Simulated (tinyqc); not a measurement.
From results back to parameters: donors with valley-orbit split 1s states. Three cases, with inputs chosen for the exercise.

Problem. The electron density is given and ND is hidden.

Each donor binds at most one electron, in any of its states. For a site s, W_s = sum over its states of g exp(E/kT), and the ionised share is 1/(1 + W_s exp(eta)), eta = (EF - Ec)/kT; n = Nc F_1/2(eta); neutrality n + NA = ND x (mean ionised share); holes are neglected. Nc from N = 2 (m kB T/(4 pi c))^(3/2) with c = hbar^2/2m0, in 1/angstrom^3; times 1e24 for 1/cm^3, m = md. F_j(eta) = (1/Gamma(j + 1)) integral_0^infinity x^j dx/(1 + exp(x - eta)), which tends to exp(eta) for eta << 0.

Constants: hbar^2/2m0 = 3.80998211 eV angstrom^2; kB = 8.617333262e-05 eV/K.

Find: eta; mean ionised share; ND.

Method. n/Nc gives eta, eta and W_s give the ionised share, and ND = (n + NA)/share.

Case 1.

Values chosen (near those of As in Si; not measured data): md = 1.081 m0 (density-of-states mass of the conduction band); E = (54.8, 33.1, 32.9) meV (binding energies of 1s(A1), 1s(T2), 1s(E)); g = (2, 6, 4) (their degeneracies with spin); T = 400 K; NA = 3.3e+17 1/cm^3 (compensating acceptors, all ionised).

n = 3.7286e+17 1/cm^3

Solution.

eta = -4.755
mean ionised share = 0.764
ND = 9.2e+17 1/cm^3

Case 2.

Values chosen (near those of Sb in Si; not measured data): md = 1.05 m0 (density-of-states mass of the conduction band); E = (41.5, 31.7, 28.8) meV (binding energies of 1s(A1), 1s(T2), 1s(E)); g = (2, 6, 4) (their degeneracies with spin); T = 300 K; NA = 5.1e+16 1/cm^3 (compensating acceptors, all ionised).

n = 3.3923e+17 1/cm^3

Solution.

eta = -4.372
mean ionised share = 0.650
ND = 6.0e+17 1/cm^3

Case 3.

Values chosen (near those of P in Si; not measured data): md = 1.053 m0 (density-of-states mass of the conduction band); E = (45.3, 33.5, 32.3) meV (binding energies of 1s(A1), 1s(T2), 1s(E)); g = (2, 6, 4) (their degeneracies with spin); T = 300 K; NA = 0 1/cm^3 (compensating acceptors, all ionised).

n = 3.1061e+17 1/cm^3

Solution.

eta = -4.465
mean ionised share = 0.647
ND = 4.8e+17 1/cm^3

Computed by tinyqc, one run a case: `OMP_NUM_THREADS=1 python tinyqc.py N N+1 out.jsonl` with N = 1650864, 1650884, 1650905; one thread of a shared Intel(R) Xeon(R) Processor @ 2.30GHz, about 0.01 s a run at most.
